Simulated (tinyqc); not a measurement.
Inside a calculation. Method: RKS/B3LYP (VWN-RPA form) in the sto-6g basis, for H2, spin multiplicity 1. One step of it, computed by the program tinyqc.

Problem. Iteration 2: building the Kohn-Sham matrix. J_ij = sum D_kl (ij|kl), K_ij = sum D_kl (ik|jl); F = H + J - 0.1 K + V_xc; E = tr D H + tr D J / 2 - 0.05 tr D K + E_xc + E_nn.

D after iteration 1, order 1H 1s, 2H 1s:
```
[[0.713687, 0.713687],
 [0.713687, 0.713687]]
```

core Hamiltonian H = T + V (hartree), order 1H 1s, 2H 1s:
```
[[-0.915240, -0.534546],
 [-0.534546, -0.915240]]
```

Two-electron integrals (ij|kl) in chemists' order, unique and non-zero (hartree):
```
(11|11) 0.774999   (21|11) 0.237048   (21|21) 0.098680   (22|11) 0.425422
(22|21) 0.237048   (22|22) 0.774999
```

nuclear repulsion = 0.45113147 hartree

V_xc (hartree), order 1H 1s, 2H 1s:
```
[[-0.357017, -0.132143],
 [-0.132143, -0.357017]]
```

E_xc = sum of w rho eps_xc = -0.54796733 hartree

Give: Coulomb J; exchange K; Kohn-Sham matrix F; total energy of this density.

Solution.

Coulomb J (hartree), order 1H 1s, 2H 1s:
```
[[1.195, 0.479],
 [0.479, 1.195]]
```

exchange K (hartree), order 1H 1s, 2H 1s:
```
[[0.962, 0.712],
 [0.712, 0.962]]
```

Kohn-Sham matrix F (hartree), order 1H 1s, 2H 1s:
```
[[-0.173, -0.259],
 [-0.259, -0.173]]
```

total energy of this density = -1.09080 hartree
